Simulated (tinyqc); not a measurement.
# Hall measurement with a parallel conducting layer

Two layers in parallel, unit Hall factors, low field: 1/Rs = q (ns mu + n2 m2); apparent mobility (ns mu^2 + sg n2 m2^2)/(ns mu + n2 m2); apparent density (ns mu + n2 m2)^2/(ns mu^2 + sg n2 m2^2); a negative value means the sign of the second layer.

Values chosen for this exercise: sheet density of the layer ns = 6.5e11 cm^-2; drift mobility mu = 320 cm^2/(V s); mobility of the parallel layer m2 = 51 cm^2/(V s); sign of its carriers relative to the first layer sg = 1.

Constants: q = 1.602176634e-19 C. Results are converted to the units shown.

Hall measurement with a parallel conducting layer:
columns A: n2 (cm^-2); B: Rs (ohm/square); C: apparent density (cm^-2); D: apparent mobility (cm^2/(V s)); E: share of the conductance in layer 2 (%)
```
A           B         C      D        E
2e9   2.999e4  6.506e11  319.9  0.04901
9e9   2.994e4  6.526e11  319.4   0.2202
4e10  2.972e4  6.618e11  317.4   0.9712
2e11  2.860e4  7.098e11  307.4    4.675
7e11  2.561e4  8.685e11  280.6    14.65
3e12  1.729e4  1.752e12  206.0    42.38
1e13     8693  5.569e12  128.9    71.03
5e13     2263  3.869e13  71.29    92.46
2e14    599.7  1.846e14  56.38    98.00
```

What does the comparison show?

The apparent mobility falls from 320 to 56.4 cm^2/(V s), between mu = 320 and sg m2 = 51. The apparent density never exceeds ns + n2; among the rows it falls to 0.480 of that sum, at n2 = 3e12.

tinyqc, about 0.01 s, one thread, Intel Xeon 2.30GHz (shared host): `OMP_NUM_THREADS=1 python tinyqc.py 2850111 2850112 out.jsonl`
